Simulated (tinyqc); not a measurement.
What moves the results: electrons shared among three sets of ellipsoidal valleys. A value that a table varies takes the place of the one given here.

F_j(eta) = (1/Gamma(j + 1)) integral_0^infinity x^j dx/(1 + exp(x - eta)), which tends to exp(eta) for eta << 0.

Sets Delta2, Delta4, L: N_i = M_i times N = 2 (m kB T/(4 pi c))^(3/2) with c = hbar^2/2m0, in 1/angstrom^3; times 1e24 for 1/cm^3, m = (ml mt^2)^(1/3); n = sum_i N_i F_1/2((EF - dE_i)/kT), energies from the edge of the first set; mu_drift = sum of share times mobility.

Constants: hbar^2/2m0 = 3.80998211 eV angstrom^2; kB = 8.617333262e-05 eV/K.

Inputs chosen for the exercise (masses and offsets near those of Si; mobilities are free inputs, held fixed; the results hold for these values, not for the real material): dE = (0, 0.08, 0.809) eV (edges of Delta2, Delta4, L above the first, the first two split by strain); M = (2, 4, 4) (valleys in each set); ml = (0.928, 0.928, 1.741) m0 (longitudinal masses of Delta2, Delta4, L); mt = (0.1924, 0.1924, 0.1256) m0 (transverse masses); mu = (1700, 980, 570) cm^2/(V s) (mobility of each set, for current in the plane normal to the Delta2 axis); n = 1.5e+16 1/cm^3 (total electron density); T = 300 K.

## Transfer between valleys with temperature

Offsets, masses and mobilities are held fixed; n is fixed too, so the high values of T stand for hot electrons, not for the lattice.

Populations:
```
T (K)  EF (eV)  share Delta2  share Delta4  share L  mu_drift
77     -0.0291        1.0000        0.0000   0.0000      1700
150    -0.0697        0.9959        0.0041   0.0000      1697
300    -0.1685        0.9169        0.0831   0.0000      1640
450    -0.2817        0.7973        0.2027   0.0000      1554
600    -0.4045        0.7014        0.2986   0.0000      1485
900    -0.6682        0.5838        0.4162   0.0000      1400
1200   -0.9476        0.5199        0.4797   0.0004      1354
2000   -1.7402        0.4398        0.5530   0.0072      1294
```

What can be read from the table?

The share of Delta2 goes from 1.000 to 0.440 and the mean mobility from 1700 to 1294 cm^2/(V s). Delta2 and Delta4 hold equal numbers between T = 1200 and 2000 K. The share of L is at most 0.0072.

## Transfer between valleys with doping

Parabolic valleys; band tails and gap narrowing are left out.

Populations:
```
n (1/cm^3)  EF (eV)  share Delta2  share Delta4  share L  mu_drift
1.0e+16     -0.1789        0.9169        0.0831   0.0000      1640
1.0e+17     -0.1193        0.9167        0.0833   0.0000      1640
1.0e+18     -0.0591        0.9144        0.0856   0.0000      1638
3.0e+18     -0.0290        0.9092        0.0908   0.0000      1635
1.0e+19      0.0075        0.8898        0.1102   0.0000      1621
3.0e+19      0.0491        0.8299        0.1701   0.0000      1577
1.0e+20      0.1110        0.6669        0.3331   0.0000      1460
```

How do the results move?

The share of Delta2 goes from 0.917 to 0.667 and the mean mobility from 1640 to 1460 cm^2/(V s). Delta2 holds more than Delta4 throughout. The share of L is at most 3.1e-13.

## Moving the second set by strain or alloying

The second entry of dE is replaced by the values listed; a negative value puts that set lowest.

Populations:
```
offset (eV)  EF (eV)  share Delta2  share Delta4  share L  mu_drift
-0.100       -0.2844        0.0103        0.9897   0.0000       987
-0.050       -0.2359        0.0674        0.9326   0.0000      1029
0.000        -0.1946        0.3333        0.6667   0.0000      1220
0.025        -0.1808        0.5680        0.4320   0.0000      1389
0.050        -0.1728        0.7757        0.2243   0.0000      1538
0.100        -0.1673        0.9599        0.0401   0.0000      1671
0.150        -0.1664        0.9940        0.0060   0.0000      1696
0.200        -0.1662        0.9991        0.0009   0.0000      1699
0.300        -0.1662        1.0000        0.0000   0.0000      1700
```

How do the results move?

The share of Delta2 goes from 0.010 to 1.000 and the mean mobility from 987 to 1700 cm^2/(V s). Delta2 and Delta4 hold equal numbers between offset = 0 and 0.025 eV. The share of L is at most 4.6e-14. With Boltzmann statistics the first two sets are equal at kT ln(N_2/N_1) = 0.0179 eV.

## What moves the populations

All else solved anew. Each row changes one parameter from the base and keeps the others.

Results:
```
case                              EF (eV)  share Delta2  share Delta4  share L  mu_drift (cm^2/(V s))
base                              -0.1685        0.9169        0.0831   0.0000                   1640
T = 350 K                         -0.2049        0.8764        0.1236   0.0000                   1611
n = 4.5e+16 1/cm^3                -0.1400        0.9168        0.0832   0.0000                   1640
dE = (0, 0.064, 0.809) eV         -0.1702        0.8559        0.1441   0.0000                   1596
mt = (0.1924, 0.2309, 0.1256) m0  -0.1689        0.9019        0.0981   0.0000                   1629
ml = (0.928, 1.1136, 1.741) m0    -0.1687        0.9097        0.0903   0.0000                   1635
mu = (2040, 980, 570) cm^2/(V s)  -0.1685        0.9169        0.0831   0.0000                   1952
```

What does this show?

The largest shifts from the base row, up to three for each result and ties (the steps differ in size, so this ranks the rows, not the parameters). EF (eV): T -0.0364, n +0.0284, dE -0.0018; unchanged at the printed digits by mu. share Delta2: dE -0.0609, T -0.0405, mt -0.0150; unchanged at the printed digits by mu. share Delta4: dE +0.0609, T +0.0405, mt +0.0150; unchanged at the printed digits by mu. share L: unchanged at the printed digits by T, n, dE, mt, ml and mu. mu_drift (cm^2/(V s)): mu +312, dE -44, T -29; unchanged at the printed digits by n.

(tinyqc, `OMP_NUM_THREADS=1 python tinyqc.py 1652556 1652557 out.jsonl`, Intel(R) Xeon(R) Processor @ 2.30GHz, 1 thread, shared host, about 0.01 s.)
